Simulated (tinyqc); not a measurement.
ESD clamp with bipolar snapback, compact model and design window: course of the iteration: base voltage at the failure current.

The drain junction multiplies the current that enters it: Igen = (M - 1)(Ic + I0), M = 1/(1 - (Vj/BV)^n). The generated holes leave through the substrate resistance and the base of the parasitic npn: Igen = Vb/Rb + Ic/be, Ic = Is exp(Vb/Vt). Terminal current I = Ic + I0 + Igen and voltage V = Vj + I Ro, per width. Isothermal, constant gain.

I(Vb) = Ic (1 + 1/be) + I0 + Vb/Rb, I' = Ic (1 + 1/be)/Vt + 1/Rb; Vb(new) = Vb - (I - It2)/I'. V follows from the introduction.

Stop when Vb changes by less than 1e-10 V, or after 20 iterations. Vb must stay between 0 and 8 V.

Values chosen for this exercise; values close to those of grounded-gate n-channel clamps:
- T = 300 K (temperature)
- BV = 6.6 V (junction breakdown voltage)
- n = 4.3 (exponent of the multiplication)
- be = 9.4 (current gain of the parasitic npn)
- Is = 5.4e-18 A/um (saturation current)
- I0 = 5.4e-11 A/um (junction leakage)
- Rb = 11000 ohm um (substrate resistance)
- Ro = 380 ohm um (drain ballast and contact resistance)
- It2 = 6.5 mA/um (failure current for 100 ns)

Constants: q = 1.602176634e-19 C, kB = 1.380649e-23 J/K, Vt = kB T/q. Results are converted to the units shown.

Vb at the start = 0.79 V

Course of the iteration:
```
iteration,Vb (V),|change| (V)
1,2.22288,1.43
2,2.19703,0.0259
3,2.17118,0.0259
4,2.14533,0.0259
5,2.11947,0.0259
6,2.09362,0.0259
7,2.06777,0.0259
8,2.04192,0.0259
9,2.01607,0.0259
...,...,...
12,1.93851,0.0259
13,1.91266,0.0259
14,1.88681,0.0259
15,1.86095,0.0259
16,1.83510,0.0259
17,1.80925,0.0259
18,1.78340,0.0259
19,1.75755,0.0259
20,1.73169,0.0259
```

Did this iteration meet its convergence test, and what does its course show?

No. Not converged within 20 iterations. The first step overshoots to 2.22 V, and each later step comes down by only Vt on the exponential. A rerun with Newton steps on ln I from the same start converges in 5 iterations.

tinyqc, about 0.02 s, one thread, Intel Xeon 2.30GHz (shared host): `OMP_NUM_THREADS=1 python tinyqc.py 2670128 2670129 out.jsonl`
